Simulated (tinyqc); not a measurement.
## Internal loss and injection efficiency from two cavity lengths

Problem. The differential efficiency of both facets obeys 1/eta_d = (1/eta)[1 + 2 ai Lc/ln(1/(R1 R2))]. Find eta and ai.

Values chosen for this exercise: front reflectance R1 = 0.05; back reflectance R2 = 0.32.

differential efficiency at Lc = 1000 and 2500 um: [0.55056994, 0.33763232]

Solution. 1/eta_d is linear in Lc: the intercept is 1/eta, and slope over intercept is 2 ai/ln(1/(R1 R2)).

eta = 0.9500
ai = 15.00 1/cm

Computed by the program tinyqc: `OMP_NUM_THREADS=1 python tinyqc.py 2840042 2840043 out.jsonl`, one thread of a shared Intel Xeon 2.30GHz, about 0.01 s for the whole run.
